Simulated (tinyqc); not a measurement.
Inside a calculation. Method: lattice vibrations of a chain. One step of it, computed by the program tinyqc.

Question. Frequencies. omega^2 are the eigenvalues; wavenumber = 521.4708 sqrt(eigenvalue) 1/cm.

D(q) (eV/(angstrom^2 u)):
```
                     1                    2
1             0.981633  -1.503618+1.064891i
2  -1.503618-1.064891i             5.528736
```

Give: eigenvalues; wavenumbers; weights |e|^2 of the mass-weighted modes.

Answer.

eigenvalues: 0.3288  6.1816

wavenumbers (1/cm): 299.0  1296.5

weights |e|^2 of the mass-weighted modes:
```
        mode 1  mode 2
atom 1  0.8885  0.1115
atom 2  0.1115  0.8885
```
